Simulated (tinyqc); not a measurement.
Solid solubility of a dopant against its melt (retrograde solidus), clustering and the electrically active fraction: one step, computed by the program tinyqc. Command: `OMP_NUM_THREADS=1 python tinyqc.py 3014927 3014928 out.jsonl retro walk`. One thread of a shared host (Intel(R) Xeon(R) Processor @ 2.30GHz), about 0.01 s of CPU time with the checks.

Problem. Active fraction after the anneal. A highly soluble donor (another dopant than that of the solidus) is limited by clustering. Donors N_a are active, and clusters hold m atoms each: N_t = N_a + m C, m C = N* (N_a/N*)^m (n/N*)^m, each atom taking one electron, n = N_a/2 + sqrt(N_a^2/4 + n_i^2), n_i = prefactor x T^1.5 exp(-E_i/(k_B T)), with N*(T) = N*(1273 K) exp[-(E_b/k_B)(1/T - 1/1273)]. Resistivity = 1/(e mu N_a).

Inputs (values chosen for the exercise, for a model dopant):
```
quantity                                       value            unit
total dopant density N_t                       3e+20          1/cm^3
atoms per cluster m                                3               -
cluster scale N* at 1273 K                   2.3e+20          1/cm^3
activation energy E_b of the cluster scale      0.37              eV
anneal temperature T_a                          1225               K
prefactor of n_i                            3.85e+16  1/(cm^3 K^1.5)
energy E_i in n_i                              0.607              eV
mobility mu                                       50      cm^2/(V s)
```

Clustering: clusters that take up free electrons.

Constants: k_B = 8.617333262e-05 eV/K; e = 1.602176634e-19 C.

Give: N*(T_a); active density N_a; active fraction; resistivity.

Solution.

N*(T_a) = 2.015e+20 1/cm^3

active density N_a = 1.838e+20 1/cm^3

active fraction = 0.6126

resistivity = 0.6792 milliohm cm

Doubling the dose would raise N_a by only 22 %. Caution: this clustering law is a generic form; degeneracy and a doping-dependent mobility are left out.
